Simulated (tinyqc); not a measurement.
Hubbard chain of 4 sites, step by step. Computed by tinyqc, a small Python program that keeps every step. Settings: hopping = 0.65, U = 10.8, mixing = 0.2, iteration cap = 64. Command: `OMP_NUM_THREADS=1 python tinyqc.py 25969 25970 out.jsonl` (the two numbers bound the seeds that draw the settings). One thread of a shared host (Intel(R) Xeon(R) Processor @ 2.60GHz), about 0.2 s of CPU time with the checks. Later iterations appear only in the table of the cycle.

## Mean-field iteration 1

one-body matrix (hopping and site energies) (eV):
```
           1          2          3          4
1   0.000000  -0.650000   0.000000   0.000000
2  -0.650000   0.000000  -0.650000   0.000000
3   0.000000  -0.650000   0.000000  -0.650000
4   0.000000   0.000000  -0.650000   0.000000
```

U = 10.800000 eV

electrons, up and down: 2  2

mixing = 0.200000

n(up) at the start (a guess, not normalised): 1 0.550000, 2 0.450000, 3 0.550000, 4 0.450000

n(down) at the start (a guess): 1 0.450000, 2 0.550000, 3 0.450000, 4 0.550000

H(up) = T + U n(down), H(down) = T + U n(up); fill the lowest levels; n(new) = n + mixing (n(out) - n); E = tr T (rho up + rho down) + U sum n_up n_down of the output.

levels, up (eV): 4.217748  4.726962  6.073038  6.582252

levels, down (eV): 4.217748  4.726962  6.073038  6.582252

energy = 4.104434 eV

n(up) after iteration 1: 1 0.610682, 2 0.404773, 3 0.595227, 4 0.389318

n(down) after iteration 1: 1 0.389318, 2 0.595227, 3 0.404773, 4 0.610682

## Mean-field iteration 2

As before.

levels, up (eV): 3.878812  4.199962  6.600038  6.921188

levels, down (eV): 3.878812  4.199962  6.600038  6.921188

energy = 1.606688 eV

n(up) after iteration 2: 1 0.676839, 2 0.346275, 3 0.653725, 4 0.323161

n(down) after iteration 2: 1 0.323161, 2 0.653725, 3 0.346275, 4 0.676839

## Convergence

Each step fills the lowest levels of T + U n(other spin) and sets n(new) = n + mixing (n(out) - n); stop when output and input agree to 1e-8.

Course of the cycle:
```
iteration       E (eV)  largest |n(out) - n(in)|  mean |n_up - n_down|
1           4.10443411                  3.03e-01              0.629544
2           1.60668811                  3.31e-01              0.829184
3           0.47270758                  2.95e-01              0.915580
4           0.06119992                  2.55e-01              0.950140
5          -0.09628936                  2.14e-01              0.965725
6          -0.16403293                  1.77e-01              0.973835
7          -0.19623366                  1.45e-01              0.978552
8          -0.21272854                  1.18e-01              0.981526
9          -0.22165618                  9.56e-02              0.983513
10         -0.22668951                  7.74e-02              0.984898
11         -0.22961565                  6.26e-02              0.985896
...                ...                       ...                   ...
54         -0.23415337                  5.79e-06              0.989147
55         -0.23415337                  4.66e-06              0.989147
56         -0.23415337                  3.76e-06              0.989147
57         -0.23415337                  3.02e-06              0.989147
58         -0.23415337                  2.44e-06              0.989147
59         -0.23415337                  1.96e-06              0.989147
60         -0.23415337                  1.58e-06              0.989147
61         -0.23415337                  1.27e-06              0.989147
62         -0.23415337                  1.02e-06              0.989147
63         -0.23415337                  8.25e-07              0.989147
64         -0.23415337                  6.65e-07              0.989147
```

Not converged within 64 iterations: the residual falls steadily but slowly, by a factor of about 0.81 a step. The lowest mean-field energy found from random starts is -0.23415 eV. Reruns (cap 100 unless said): mixing 0.5: converged in 29 (E = -0.23415); mixing 0.9: converged in 11 (E = -0.23415); the original settings with a cap of 400: converged in 84 (E = -0.23415).

## Exact diagonalisation (36 states)

Lowest levels of the sector, and the double occupancy of the lowest state.

lowest levels (eV): -0.365081  -0.263439  -0.154815  -0.098827  -0.045654  0.000000

double occupancy per site = 0.008218

## The lowest level by Lanczos steps

From a random start vector (not printed): a_j = <q_j|H|q_j>, b_j = norm of the remainder after orthogonalising; the Ritz value is the lowest eigenvalue of the tridiagonal matrix of a and b so far.

Lanczos:
```
j    a_j (eV)  b_j (eV)  lowest Ritz value (eV)
1    9.078263  8.498529              9.07826269
2   11.225243  6.812143              1.58569327
3   12.000727  1.037407             -0.27589494
4   10.635288  3.733203             -0.29020437
5    7.774679  9.330162             -0.29290757
6   13.905714  3.472605             -0.31667251
7   10.996823  0.933209             -0.35879838
8   13.390054  7.358878             -0.35933624
9   11.229064  7.502025             -0.35961793
10   7.598997  0.978949             -0.36328556
```
